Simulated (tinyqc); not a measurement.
ROHF in the sto-6g basis, for Li, spin multiplicity 2, step by step. Computed by tinyqc, a small Python program that keeps every step (integrals from PySCF). Settings: charge = 0, multiplicity = 2, basis = sto-6g, energy threshold = 1e-10, iteration cap = 53, orthogonalisation = symmetric, start = core, DIIS depth = 3, method = ROHF. Command: `OMP_NUM_THREADS=1 python tinyqc.py 22001 22002 out.jsonl` (the two numbers bound the seeds that draw the settings). One thread of a shared host (Intel(R) Xeon(R) Processor @ 2.60GHz), about 0.05 s of CPU time with the checks. Later iterations appear only in the table of the cycle.

## One-electron integrals

Geometry (angstrom):
```
atom         x         y         z
Li    0.000000  0.000000  0.000000
```

Basis sto-6g: exponents (1/bohr^2) and contraction coefficients of normalised primitives:
```
element  l (shell)    exponent  coefficient
Li           s (1)  167.175846     0.009164
Li           s (1)   30.651508     0.049361
Li           s (1)    8.575187     0.168538
Li           s (1)    2.945808     0.370563
Li           s (1)    1.143944     0.416492
Li           s (1)    0.471139     0.130334
Li           s (2)    6.597564    -0.013253
Li           s (2)    1.305830    -0.046992
Li           s (2)    0.405851    -0.033785
Li           s (2)    0.156146     0.250242
Li           s (2)    0.067814     0.595117
Li           s (2)    0.031084     0.240706
Li           p (3)    6.597564     0.003760
Li           p (3)    1.305830     0.037679
Li           p (3)    0.405851     0.173897
Li           p (3)    0.156146     0.418036
Li           p (3)    0.067814     0.425860
Li           p (3)    0.031084     0.101708
```

Overlap, kinetic and nuclear-attraction integrals over the contracted functions; the nuclear repulsion is the sum of Za Zb / Rab.

nuclear repulsion = 0 hartree

overlap S, order 1Li 1s, 1Li 2s, 1Li 2px, 1Li 2py, 1Li 2pz:
```
[[1.000000, 0.235742, 0.000000, 0.000000, 0.000000],
 [0.235742, 1.000000, 0.000000, 0.000000, 0.000000],
 [0.000000, 0.000000, 1.000000, 0.000000, 0.000000],
 [0.000000, 0.000000, 0.000000, 1.000000, 0.000000],
 [0.000000, 0.000000, 0.000000, 0.000000, 1.000000]]
```

kinetic energy T (hartree), order 1Li 1s, 1Li 2s, 1Li 2px, 1Li 2py, 1Li 2pz:
```
[[3.616742, -0.110723, 0.000000, 0.000000, 0.000000],
 [-0.110723, 0.106524, 0.000000, 0.000000, 0.000000],
 [0.000000, 0.000000, 0.320007, 0.000000, 0.000000],
 [0.000000, 0.000000, 0.000000, 0.320007, 0.000000],
 [0.000000, 0.000000, 0.000000, 0.000000, 0.320007]]
```

nuclear attraction V (hartree), order 1Li 1s, 1Li 2s, 1Li 2px, 1Li 2py, 1Li 2pz:
```
[[-8.067144, -0.828362, 0.000000, 0.000000, 0.000000],
 [-0.828362, -1.200045, 0.000000, 0.000000, 0.000000],
 [0.000000, 0.000000, -1.199992, 0.000000, 0.000000],
 [0.000000, 0.000000, 0.000000, -1.199992, 0.000000],
 [0.000000, 0.000000, 0.000000, 0.000000, -1.199992]]
```

core Hamiltonian H = T + V (hartree), order 1Li 1s, 1Li 2s, 1Li 2px, 1Li 2py, 1Li 2pz:
```
[[-4.450402, -0.939085, 0.000000, 0.000000, 0.000000],
 [-0.939085, -1.093522, 0.000000, 0.000000, 0.000000],
 [0.000000, 0.000000, -0.879985, 0.000000, 0.000000],
 [0.000000, 0.000000, 0.000000, -0.879985, 0.000000],
 [0.000000, 0.000000, 0.000000, 0.000000, -0.879985]]
```

## Two-electron integrals

Functions are numbered as in S; the eight-fold symmetry (ij|kl) = (ji|kl) = (kl|ij) leaves the list below.

Two-electron integrals (ij|kl) in chemists' order, unique and non-zero (hartree):
```
(11|11) 1.681247   (21|11) 0.242603   (21|21) 0.044507   (22|11) 0.397190
(22|21) 0.090279   (22|22) 0.290625   (31|31) 0.009437   (32|31) 0.014261
(32|32) 0.064236   (33|11) 0.397190   (33|21) 0.090279   (33|22) 0.290625
(33|33) 0.313125   (41|41) 0.009437   (42|41) 0.014261   (42|42) 0.064236
(43|43) 0.016875   (44|11) 0.397190   (44|21) 0.090279   (44|22) 0.290625
(44|33) 0.279374   (44|44) 0.313125   (51|51) 0.009437   (52|51) 0.014261
(52|52) 0.064236   (53|53) 0.016875   (54|54) 0.016875   (55|11) 0.397190
(55|21) 0.090279   (55|22) 0.290625   (55|33) 0.279374   (55|44) 0.279374
(55|55) 0.313125
```

## Orthogonalisation

S = U s U^T; symmetric (Loewdin) form X = U s^(-1/2) U^T, so that X^T S X = 1.

eigenvalues of S: [0.764258, 1.000000, 1.000000, 1.000000, 1.235742]

X, order 1Li 1s, 1Li 2s, 1Li 2px, 1Li 2py, 1Li 2pz:
```
[[1.021726, -0.122153, 0.000000, 0.000000, 0.000000],
 [-0.122153, 1.021726, 0.000000, 0.000000, 0.000000],
 [0.000000, 0.000000, 1.000000, 0.000000, 0.000000],
 [0.000000, 0.000000, 0.000000, 1.000000, 0.000000],
 [0.000000, 0.000000, 0.000000, 0.000000, 1.000000]]
```

## Starting guess

The start is the orbitals of the core Hamiltonian; D(s) = C_occ C_occ^T for each spin.

D(alpha) at the start, order 1Li 1s, 1Li 2s, 1Li 2px, 1Li 2py, 1Li 2pz:
```
[[1.058845, -0.249614, 0.000000, 0.000000, 0.000000],
 [-0.249614, 1.058845, 0.000000, 0.000000, 0.000000],
 [0.000000, 0.000000, 0.000000, 0.000000, 0.000000],
 [0.000000, 0.000000, 0.000000, 0.000000, 0.000000],
 [0.000000, 0.000000, 0.000000, 0.000000, 0.000000]]
```

D(beta) at the start, order 1Li 1s, 1Li 2s, 1Li 2px, 1Li 2py, 1Li 2pz:
```
[[1.014686, -0.033493, 0.000000, 0.000000, 0.000000],
 [-0.033493, 0.001106, 0.000000, 0.000000, 0.000000],
 [0.000000, 0.000000, 0.000000, 0.000000, 0.000000],
 [0.000000, 0.000000, 0.000000, 0.000000, 0.000000],
 [0.000000, 0.000000, 0.000000, 0.000000, 0.000000]]
```

## Iteration 1: building the Fock matrix

J_ij = sum D_kl (ij|kl) with D = D(alpha) + D(beta), K_ij = sum D_kl (ik|jl) for each spin; F = H + J - K(s); E = tr D H + tr D J / 2 - 0.5 sum_s tr D(s) K(s) + E_nn.

Coulomb J (hartree), order 1Li 1s, 1Li 2s, 1Li 2px, 1Li 2py, 1Li 2pz:
```
[[3.769753, 0.573535, 0.000000, 0.000000, 0.000000],
 [0.573535, 1.080516, 0.000000, 0.000000, 0.000000],
 [0.000000, 0.000000, 1.080517, 0.000000, 0.000000],
 [0.000000, 0.000000, 0.000000, 1.080517, 0.000000],
 [0.000000, 0.000000, 0.000000, 0.000000, 1.080517]]
```

exchange K(alpha) (hartree), order 1Li 1s, 1Li 2s, 1Li 2px, 1Li 2py, 1Li 2pz:
```
[[1.706191, 0.242216, 0.000000, 0.000000, 0.000000],
 [0.242216, 0.309783, 0.000000, 0.000000, 0.000000],
 [0.000000, 0.000000, 0.070889, 0.000000, 0.000000],
 [0.000000, 0.000000, 0.000000, 0.070889, 0.000000],
 [0.000000, 0.000000, 0.000000, 0.000000, 0.070889]]
```

exchange K(beta) (hartree), order 1Li 1s, 1Li 2s, 1Li 2px, 1Li 2py, 1Li 2pz:
```
[[1.689736, 0.231471, 0.000000, 0.000000, 0.000000],
 [0.231471, 0.039435, 0.000000, 0.000000, 0.000000],
 [0.000000, 0.000000, 0.008691, 0.000000, 0.000000],
 [0.000000, 0.000000, 0.000000, 0.008691, 0.000000],
 [0.000000, 0.000000, 0.000000, 0.000000, 0.008691]]
```

F(alpha) (hartree), order 1Li 1s, 1Li 2s, 1Li 2px, 1Li 2py, 1Li 2pz:
```
[[-2.386841, -0.607766, 0.000000, 0.000000, 0.000000],
 [-0.607766, -0.322789, 0.000000, 0.000000, 0.000000],
 [0.000000, 0.000000, 0.129643, 0.000000, 0.000000],
 [0.000000, 0.000000, 0.000000, 0.129643, 0.000000],
 [0.000000, 0.000000, 0.000000, 0.000000, 0.129643]]
```

F(beta) (hartree), order 1Li 1s, 1Li 2s, 1Li 2px, 1Li 2py, 1Li 2pz:
```
[[-2.370385, -0.597022, 0.000000, 0.000000, 0.000000],
 [-0.597022, -0.052441, 0.000000, 0.000000, 0.000000],
 [0.000000, 0.000000, 0.191841, 0.000000, 0.000000],
 [0.000000, 0.000000, 0.000000, 0.191841, 0.000000],
 [0.000000, 0.000000, 0.000000, 0.000000, 0.191841]]
```

total energy of this density = -7.39316196 hartree

## Iteration 1: Roothaan effective Fock matrix

With projectors Pc = D(beta) S, Po = (D(alpha) - D(beta)) S, Pv = 1 - D(alpha) S, the block xy is Px^T F Py; with Fc = (F(alpha) + F(beta))/2, the blocks are Fc for cc, oo, vv and cv, F(beta) for co and F(alpha) for ov.

effective F (hartree), order 1Li 1s, 1Li 2s, 1Li 2px, 1Li 2py, 1Li 2pz:
```
[[-2.378662, -0.603143, 0.000000, 0.000000, 0.000000],
 [-0.603143, -0.187920, 0.000000, 0.000000, 0.000000],
 [0.000000, 0.000000, 0.160742, 0.000000, 0.000000],
 [0.000000, 0.000000, 0.000000, 0.160742, 0.000000],
 [0.000000, 0.000000, 0.000000, 0.000000, 0.160742]]
```

## Iteration 1: diagonalisation and new density

Diagonalise F' = X^T F X, C = X C', fill 2 alpha and 1 beta electrons from the bottom; D(s) = C_occ C_occ^T. Each column has its largest component positive (the first on a tie).

F' = X^T F X (hartree):
```
[[-2.335391, -0.318307, 0.000000, 0.000000, 0.000000],
 [-0.318307, -0.081113, 0.000000, 0.000000, 0.000000],
 [0.000000, 0.000000, 0.160742, 0.000000, 0.000000],
 [0.000000, 0.000000, 0.000000, 0.160742, 0.000000],
 [0.000000, 0.000000, 0.000000, 0.000000, 0.160742]]
```

orbital energies (hartree): [-2.379474, -0.037030, 0.160742, 0.160742, 0.160742]

coefficients C, order 1Li 1s, 1Li 2s, 1Li 2px, 1Li 2py, 1Li 2pz:
```
[[0.995308, -0.261163, 0.000000, 0.000000, 0.000000],
 [0.019166, 1.028823, 0.000000, 0.000000, 0.000000],
 [0.000000, 0.000000, 1.000000, 0.000000, 0.000000],
 [0.000000, 0.000000, 0.000000, 1.000000, 0.000000],
 [0.000000, 0.000000, 0.000000, 0.000000, 1.000000]]
```

D(alpha) after iteration 1, order 1Li 1s, 1Li 2s, 1Li 2px, 1Li 2py, 1Li 2pz:
```
[[1.058845, -0.249614, 0.000000, 0.000000, 0.000000],
 [-0.249614, 1.058845, 0.000000, 0.000000, 0.000000],
 [0.000000, 0.000000, 0.000000, 0.000000, 0.000000],
 [0.000000, 0.000000, 0.000000, 0.000000, 0.000000],
 [0.000000, 0.000000, 0.000000, 0.000000, 0.000000]]
```

D(beta) after iteration 1, order 1Li 1s, 1Li 2s, 1Li 2px, 1Li 2py, 1Li 2pz:
```
[[0.990639, 0.019076, 0.000000, 0.000000, 0.000000],
 [0.019076, 0.000367, 0.000000, 0.000000, 0.000000],
 [0.000000, 0.000000, 0.000000, 0.000000, 0.000000],
 [0.000000, 0.000000, 0.000000, 0.000000, 0.000000],
 [0.000000, 0.000000, 0.000000, 0.000000, 0.000000]]
```

Within a degenerate level the vectors are fixed only up to a rotation; this is one choice.

## Iteration 2: building the Fock matrix

As before.

Coulomb J (hartree), order 1Li 1s, 1Li 2s, 1Li 2px, 1Li 2py, 1Li 2pz:
```
[[3.754537, 0.572314, 0.000000, 0.000000, 0.000000],
 [0.572314, 1.080241, 0.000000, 0.000000, 0.000000],
 [0.000000, 0.000000, 1.080243, 0.000000, 0.000000],
 [0.000000, 0.000000, 0.000000, 1.080243, 0.000000],
 [0.000000, 0.000000, 0.000000, 0.000000, 1.080243]]
```

exchange K(alpha) (hartree), order 1Li 1s, 1Li 2s, 1Li 2px, 1Li 2py, 1Li 2pz:
```
[[1.706191, 0.242216, 0.000000, 0.000000, 0.000000],
 [0.242216, 0.309783, 0.000000, 0.000000, 0.000000],
 [0.000000, 0.000000, 0.070889, 0.000000, 0.000000],
 [0.000000, 0.000000, 0.000000, 0.070889, 0.000000],
 [0.000000, 0.000000, 0.000000, 0.000000, 0.070889]]
```

exchange K(beta) (hartree), order 1Li 1s, 1Li 2s, 1Li 2px, 1Li 2py, 1Li 2pz:
```
[[1.674780, 0.248790, 0.000000, 0.000000, 0.000000],
 [0.248790, 0.047642, 0.000000, 0.000000, 0.000000],
 [0.000000, 0.000000, 0.009916, 0.000000, 0.000000],
 [0.000000, 0.000000, 0.000000, 0.009916, 0.000000],
 [0.000000, 0.000000, 0.000000, 0.000000, 0.009916]]
```

F(alpha) (hartree), order 1Li 1s, 1Li 2s, 1Li 2px, 1Li 2py, 1Li 2pz:
```
[[-2.402056, -0.608987, 0.000000, 0.000000, 0.000000],
 [-0.608987, -0.323064, 0.000000, 0.000000, 0.000000],
 [0.000000, 0.000000, 0.129369, 0.000000, 0.000000],
 [0.000000, 0.000000, 0.000000, 0.129369, 0.000000],
 [0.000000, 0.000000, 0.000000, 0.000000, 0.129369]]
```

F(beta) (hartree), order 1Li 1s, 1Li 2s, 1Li 2px, 1Li 2py, 1Li 2pz:
```
[[-2.370645, -0.615562, 0.000000, 0.000000, 0.000000],
 [-0.615562, -0.060922, 0.000000, 0.000000, 0.000000],
 [0.000000, 0.000000, 0.190341, 0.000000, 0.000000],
 [0.000000, 0.000000, 0.000000, 0.190341, 0.000000],
 [0.000000, 0.000000, 0.000000, 0.000000, 0.190341]]
```

total energy of this density = -7.39986007 hartree

## Iteration 2: Roothaan effective Fock matrix

As before.

effective F (hartree), order 1Li 1s, 1Li 2s, 1Li 2px, 1Li 2py, 1Li 2pz:
```
[[-2.386170, -0.616940, 0.000000, 0.000000, 0.000000],
 [-0.616940, -0.194373, 0.000000, 0.000000, 0.000000],
 [0.000000, 0.000000, 0.159855, 0.000000, 0.000000],
 [0.000000, 0.000000, 0.000000, 0.159855, 0.000000],
 [0.000000, 0.000000, 0.000000, 0.000000, 0.159855]]
```

## Iteration 2: DIIS over 2 matrices

error matrix X^T (FDS - SDF) X:
```
[[0.000000, 0.012234, 0.000000, 0.000000, 0.000000],
 [-0.012234, 0.000000, 0.000000, 0.000000, 0.000000],
 [0.000000, 0.000000, 0.000000, 0.000000, 0.000000],
 [0.000000, 0.000000, 0.000000, 0.000000, 0.000000],
 [0.000000, 0.000000, 0.000000, 0.000000, 0.000000]]
```

B (overlaps of the stored error matrices):
```
[[2.8383694e-02, 2.9148216e-03],
 [2.9148216e-03, 2.9933329e-04]]
```

Minimise |sum c_i e_i|^2 with sum c_i = 1: solve [B -1; -1 0][c; lambda] = [0; -1] with B_ij = tr e_i^T e_j, and take F = sum c_i F_i.

DIIS coefficients: [-0.114446, 1.114446]

extrapolated F (hartree), order 1Li 1s, 1Li 2s, 1Li 2px, 1Li 2py, 1Li 2pz:
```
[[-2.387030, -0.618519, 0.000000, 0.000000, 0.000000],
 [-0.618519, -0.195111, 0.000000, 0.000000, 0.000000],
 [0.000000, 0.000000, 0.159754, 0.000000, 0.000000],
 [0.000000, 0.000000, 0.000000, 0.159754, 0.000000],
 [0.000000, 0.000000, 0.000000, 0.000000, 0.159754]]
```

## Iteration 2: diagonalisation and new density

As before.

F' = X^T F X (hartree):
```
[[-2.340396, -0.332645, 0.000000, 0.000000, 0.000000],
 [-0.332645, -0.084908, 0.000000, 0.000000, 0.000000],
 [0.000000, 0.000000, 0.159754, 0.000000, 0.000000],
 [0.000000, 0.000000, 0.000000, 0.159754, 0.000000],
 [0.000000, 0.000000, 0.000000, 0.000000, 0.159754]]
```

orbital energies (hartree): [-2.388432, -0.036872, 0.159754, 0.159754, 0.159754]

coefficients C, order 1Li 1s, 1Li 2s, 1Li 2px, 1Li 2py, 1Li 2pz:
```
[[0.993777, -0.266929, 0.000000, 0.000000, 0.000000],
 [0.025130, 1.028695, 0.000000, 0.000000, 0.000000],
 [0.000000, 0.000000, 1.000000, 0.000000, 0.000000],
 [0.000000, 0.000000, 0.000000, 1.000000, 0.000000],
 [0.000000, 0.000000, 0.000000, 0.000000, 1.000000]]
```

D(alpha) after iteration 2, order 1Li 1s, 1Li 2s, 1Li 2px, 1Li 2py, 1Li 2pz:
```
[[1.058845, -0.249614, 0.000000, 0.000000, 0.000000],
 [-0.249614, 1.058845, 0.000000, 0.000000, 0.000000],
 [0.000000, 0.000000, 0.000000, 0.000000, 0.000000],
 [0.000000, 0.000000, 0.000000, 0.000000, 0.000000],
 [0.000000, 0.000000, 0.000000, 0.000000, 0.000000]]
```

D(beta) after iteration 2, order 1Li 1s, 1Li 2s, 1Li 2px, 1Li 2py, 1Li 2pz:
```
[[0.987594, 0.024974, 0.000000, 0.000000, 0.000000],
 [0.024974, 0.000632, 0.000000, 0.000000, 0.000000],
 [0.000000, 0.000000, 0.000000, 0.000000, 0.000000],
 [0.000000, 0.000000, 0.000000, 0.000000, 0.000000],
 [0.000000, 0.000000, 0.000000, 0.000000, 0.000000]]
```

Within a degenerate level the vectors are fixed only up to a rotation; this is one choice.

## Iteration 6 (converged): orbitals

converged F (hartree), order 1Li 1s, 1Li 2s, 1Li 2px, 1Li 2py, 1Li 2pz:
```
[[-2.387121, -0.618582, 0.000000, 0.000000, 0.000000],
 [-0.618582, -0.195266, 0.000000, 0.000000, 0.000000],
 [0.000000, 0.000000, 0.159709, 0.000000, 0.000000],
 [0.000000, 0.000000, 0.000000, 0.159709, 0.000000],
 [0.000000, 0.000000, 0.000000, 0.000000, 0.159709]]
```

As before.

F' = X^T F X (hartree):
```
[[-2.340477, -0.332682, 0.000000, 0.000000, 0.000000],
 [-0.332682, -0.085055, 0.000000, 0.000000, 0.000000],
 [0.000000, 0.000000, 0.159709, 0.000000, 0.000000],
 [0.000000, 0.000000, 0.000000, 0.159709, 0.000000],
 [0.000000, 0.000000, 0.000000, 0.000000, 0.159709]]
```

orbital energies (hartree): [-2.388525, -0.037007, 0.159709, 0.159709, 0.159709]

coefficients C, order 1Li 1s, 1Li 2s, 1Li 2px, 1Li 2py, 1Li 2pz:
```
[[0.993772, -0.266948, 0.000000, 0.000000, 0.000000],
 [0.025150, 1.028694, 0.000000, 0.000000, 0.000000],
 [0.000000, 0.000000, 1.000000, 0.000000, 0.000000],
 [0.000000, 0.000000, 0.000000, 1.000000, 0.000000],
 [0.000000, 0.000000, 0.000000, 0.000000, 1.000000]]
```

D(alpha) after iteration 6, order 1Li 1s, 1Li 2s, 1Li 2px, 1Li 2py, 1Li 2pz:
```
[[1.058845, -0.249614, 0.000000, 0.000000, 0.000000],
 [-0.249614, 1.058845, 0.000000, 0.000000, 0.000000],
 [0.000000, 0.000000, 0.000000, 0.000000, 0.000000],
 [0.000000, 0.000000, 0.000000, 0.000000, 0.000000],
 [0.000000, 0.000000, 0.000000, 0.000000, 0.000000]]
```

D(beta) after iteration 6, order 1Li 1s, 1Li 2s, 1Li 2px, 1Li 2py, 1Li 2pz:
```
[[0.987584, 0.024993, 0.000000, 0.000000, 0.000000],
 [0.024993, 0.000633, 0.000000, 0.000000, 0.000000],
 [0.000000, 0.000000, 0.000000, 0.000000, 0.000000],
 [0.000000, 0.000000, 0.000000, 0.000000, 0.000000],
 [0.000000, 0.000000, 0.000000, 0.000000, 0.000000]]
```

Within a degenerate level the vectors are fixed only up to a rotation; this is one choice.

## Convergence

Stop when the energy changes by less than 1e-10 hartree and every element of the error matrix X^T (F D S - S D F) X is below 3e-06.

Course of the cycle:
```
iteration  E (hartree)     change  largest element of the error matrix
1          -7.39316196          -                             1.19e-01
2          -7.39986007  -6.70e-03                             1.22e-02
3          -7.39993123  -7.12e-05                             3.94e-05
4          -7.39993123  -5.91e-10                             1.75e-05
5          -7.39993123  -1.46e-10                             1.08e-08
6          -7.39993123   8.88e-16                             4.44e-12
```

PySCF ROHF in the same basis = -7.39993123 hartree

Converged in 6 iterations.

## Populations

Mulliken: Z minus the diagonal of D S on the atom; Loewdin: the same with S^(1/2) D S^(1/2).

Charges (e):
```
atom  Mulliken   Loewdin  Mulliken spin
1Li   0.000000  0.000000       1.000000
```
